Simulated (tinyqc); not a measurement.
Undoped gate-all-around wire MOSFET, analytic charge model: two steps of the calculation.

An undoped round wire of radius R under an insulator shell and a surrounding gate; long channel, electrons only, n = ni exp((psi - V)/Vt) with V the quasi-Fermi potential (0 at the source, Vd at the drain), constant mobility, no quantisation. The radial Poisson equation gives n(r) = n(0)/(1 - (1 - b) r^2/R^2)^2 with b = Q0/(Q + Q0). Q is the electron charge per area of the wire surface.

Inputs (values chosen for the exercise); material values close to those of silicon: temperature T = 300 K; band gap Eg = 1.1 eV; relative permittivity of the semiconductor eps_r = 11.8; conduction-band density of states at T Nc = 2.82e19 cm^-3; valence-band density of states at T Nv = 2.66e19 cm^-3; relative permittivity of the gate insulator eox = 3.8; insulator thickness tox = 3.2 nm; wire radius R = 10 nm; gate work function less that of the intrinsic body dphi = 0.24 V; gate voltage Vg = 0.57 V.

Constants: q = 1.602176634e-19 C, kB = 1.380649e-23 J/K, Vt = kB T/q, eps0 = 8.8541878128e-14 F/cm where lengths are in cm. Results are converted to the units shown.

Question 1. Constants of the wire. ni = sqrt(Nc Nv) exp(-Eg/(2 Vt)), Eg in volts; Cox = eps0 eox/(R ln(1 + tox/R)); Q0 = 4 eps0 eps_r Vt/R; V0 = dphi + Vt ln[8 eps0 eps_r Vt/(q ni R^2)].

Wanted: ni; Cox; Q0; V0.

Answer 1.

ni = 1.5775e10 cm^-3
Cox = 1.2119 uF/cm^2
Q0 = 108.04 nC/cm^2
V0 = 0.71216 V

Question 2. Charge at the source by Newton steps in y = ln(Q/Q0). With V = 0 and Q = Q0 exp(y): f = Q/Cox + Vt y + Vt ln(1 + Q/Q0) - (Vg - V0); df/dy = Q/Cox + Vt (1 + Q/(Q + Q0)); y(new) = y - f/(df/dy).

y after iteration 1 = -1.9481958
Cox = 1.2118900 uF/cm^2
Q0 = 108.04007 nC/cm^2
V0 = 0.71215962 V

Give: Q; f; df/dy; y after iteration 2.

Answer 2.

Q = 15.40 nC/cm^2
f = 0.1079 V
df/dy = 0.04178 V
y after iteration 2 = -4.532

Program tinyqc, `OMP_NUM_THREADS=1 python tinyqc.py 2460041 2460042 out.jsonl`; Intel Xeon 2.30GHz, shared host, one thread, about 0.02 s.
